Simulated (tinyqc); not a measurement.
Inside a calculation. Model: concentration-dependent dopant diffusion with charged defects and the built-in field. Computed by tinyqc, a small Python program that keeps every step. Command: `OMP_NUM_THREADS=1 python tinyqc.py 3012147 3012148 out.jsonl extrinsic walk`. One thread of a shared host (Intel(R) Xeon(R) Processor @ 2.30GHz), about 0.05 s of CPU time with the checks. Intermediate numbers are printed to about 5 digits and carried at full precision; extremes and crossings named in words are read from the listed rows.

A constant source C_s feeds a half space. The dopant moves through neutral point defects and through charged ones, whose number grows with the majority carrier density n.

Inputs (values chosen for the exercise, modelled on arsenic in silicon): neutral prefactor D0x = 0.0101 cm^2/s; neutral activation energy E0 = 3.43 eV; singly charged prefactor D01 = 30.8 cm^2/s; activation energy E1 = 4.17 eV; surface concentration C_s = 2.3e+18 1/cm^3; junction level C_B = 2.6e+15 1/cm^3; temperature T = 1025 C; time t = 140 s.

Field enhancement: off.

Constants: k_B = 8.617333262e-05 eV/K.

## Intrinsic density and partial diffusivities

n_i = 3.87e16 T^1.5 exp(-7014/T) per cm^3 (T in kelvin, an empirical form); each D = prefactor x exp(-E/(k_B T)); the intrinsic diffusivity D_i is their sum. Temperatures in kelvin are T(C) + 273.15.

n_i = 8.1503e+18 1/cm^3

partial diffusivities (cm^2/s): Dx 4.8765e-16, D1 1.9928e-15

intrinsic diffusivity D_i = 2.4804e-15 cm^2/s

## Diffusivity at the surface

n = C/2 + sqrt(C^2/4 + n_i^2); D(C) = h [Dx + D1 (n/n_i)], h = 1.

n/n_i = 1.1510

field factor h = 1

surface diffusivity D_s = 2.7813e-15 cm^2/s

enhancement D_s/D_i = 1.1213

C_s is 0.282 times n_i: D_s stays within a factor 1.5 of D_i.

## Similarity solution

With y = x/sqrt(D_s t), u = C/C_s and q = -(D/D_s) du/dy: du/dy = -q D_s/D, dq/dy = -(y/2) q D_s/D, u(0) = 1. The surface flux q(0) is shot so that u tends to 0 (LSODA, an adaptive multistep solver, relative tolerance 1e-10). Dose Q = 2 q(0) C_s sqrt(D_s t). The junction lies where C = C_B.

surface flux q(0) = 0.55263

dose Q = 1.5863e+12 1/cm^2

junction in units of sqrt(D_s t) = 4.3844

junction depth x_j = 27.359 nm

For a constant D, q(0) = 1/sqrt(pi) = 0.5642; for D proportional to C it tends to 0.444, with the front at y = 1.616.

## Where the concentration falls to given levels

For comparison, erfc profiles with a constant D: x = 2 sqrt(D t) erfc^-1(C/C_s), with D = D_i and D = D_s.

Depth (nm):
```
C/C_s       D/D_s    full  erfc with D_i  erfc with D_s
8.00e-01  0.97723   2.257          2.111          2.236
5.00e-01  0.94414   5.912          5.621          5.952
2.00e-01  0.91231  11.031         10.680         11.309
1.00e-01  0.90199  14.048         13.708         14.516
3.00e-02  0.89485  18.388         18.085         19.151
1.00e-02  0.89282  21.737         21.466         22.731
1.00e-03  0.89191  27.646         27.422         29.038
1.00e-04  0.89182  32.616         32.423         34.334
```

The depth between C/C_s = 0.1 and 1e-4 spans 18.6 nm in the full profile, against 18.7 nm for D_i and 19.8 nm for D_s; the ratio of the depths at 1e-4 and at 0.5 is 5.52, against 5.77 for any erfc. The profile stays close to an erfc.

Checks made by the program: dose from the flux against the area under the profile (relative difference 3e-07).
